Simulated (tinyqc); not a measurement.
Inside a calculation. Model: undoped gate-all-around wire MOSFET, analytic charge model.

Computed by the program tinyqc: `OMP_NUM_THREADS=1 python tinyqc.py 2460102 2460103 out.jsonl`, one thread of a shared Intel Xeon 2.30GHz, about 0.03 s for the whole run. Printed values are rounded.

An undoped round wire of radius R under an insulator shell and a surrounding gate; long channel, electrons only, n = ni exp((psi - V)/Vt) with V the quasi-Fermi potential (0 at the source, Vd at the drain), constant mobility, no quantisation. The radial Poisson equation gives n(r) = n(0)/(1 - (1 - b) r^2/R^2)^2 with b = Q0/(Q + Q0). Q is the electron charge per area of the wire surface.

Parameters, values chosen for the exercise; material values close to those of silicon:

| symbol | value | unit | meaning |
|---|---|---|---|
| T | 350 | K | temperature |
| Eg | 1.13 | eV | band gap |
| eps_r | 11.8 |  | relative permittivity of the semiconductor |
| Nc | 3.47e19 | cm^-3 | conduction-band density of states at T |
| Nv | 3.4e19 | cm^-3 | valence-band density of states at T |
| eox | 25.4 |  | relative permittivity of the gate insulator |
| tox | 4.3 | nm | insulator thickness |
| R | 3 | nm | wire radius |
| dphi | -0.05 | V | gate work function less that of the intrinsic body |
| mu | 280 | cm^2/(V s) | channel mobility |
| L | 0.2 | um | gate length |
| Vg | 1.05 | V | gate voltage |
| Vd | 0.1 | V | drain voltage |

Constants: q = 1.602176634e-19 C, kB = 1.380649e-23 J/K, Vt = kB T/q, eps0 = 8.8541878128e-14 F/cm where lengths are in cm. Results are converted to the units shown.

Range of the model: In a wire this thin, quantum confinement raises the threshold; it is left out. The surface density at the source passes 0.3 Nc, where Boltzmann statistics fail.

## Constants of the wire

ni = sqrt(Nc Nv) exp(-Eg/(2 Vt)), Eg in volts; Cox = eps0 eox/(R ln(1 + tox/R)); Q0 = 4 eps0 eps_r Vt/R; V0 = dphi + Vt ln[8 eps0 eps_r Vt/(q ni R^2)].

ni = 2.51340e11 cm^-3
Cox = 8.43007 uF/cm^2
Q0 = 420.156 nC/cm^2
V0 = 0.494631 V

## Iteration 1: charge at the source by Newton steps in y = ln(Q/Q0)

y at the start = 2

With V = 0 and Q = Q0 exp(y): f = Q/Cox + Vt y + Vt ln(1 + Q/Q0) - (Vg - V0); df/dy = Q/Cox + Vt (1 + Q/(Q + Q0)); y(new) = y - f/(df/dy).

Q = 3104.56 nC/cm^2
f = -0.0626264 V
df/dy = 0.424997 V
y after iteration 1 = 2.14736

## Iteration 2: charge at the source by Newton steps in y = ln(Q/Q0)

As before.

Q = 3597.46 nC/cm^2
f = 0.00423531 V
df/dy = 0.483908 V
y after iteration 2 = 2.13860

## Course of the iteration: charge at the source by Newton steps in y = ln(Q/Q0)

Stop when y changes by less than 1e-11, or after 60 iterations.

Course of the iteration:
```
iteration        y  |change|
1          2.14736     0.147
2          2.13860   8.75e-3
3          2.13857   3.42e-5
4          2.13857  5.18e-10
5          2.13857   < 1e-13
```

Converged in 5 iterations. At the end the number of correct digits about doubles with each step.

## Drain current and line charge

Qs = 3565.99 nC/cm^2
Qd = 2833.13 nC/cm^2

Q solves Vg - V0 - V = Q/Cox + Vt ln(Q/Q0) + Vt ln(1 + Q/Q0). I = mu (2 pi R/L)[2 Vt (Qs - Qd) + (Qs^2 - Qd^2)/(2 Cox) + Vt Q0 ln((Qd + Q0)/(Qs + Q0))], with Qs at V = 0 and Qd at V = Vd. Electrons per length at the source: 2 pi R Qs/q; surface over centre density: (1 + Qs/Q0)^2.

first term = 1.16660 uA
second term = 7.34020 uA
third term = -0.0679386 uA
I = 8.43886 uA
electrons per length = 4.19537 1/nm
surface over centre density = 90.0088

The square-law term makes up 87.0 % of the current.
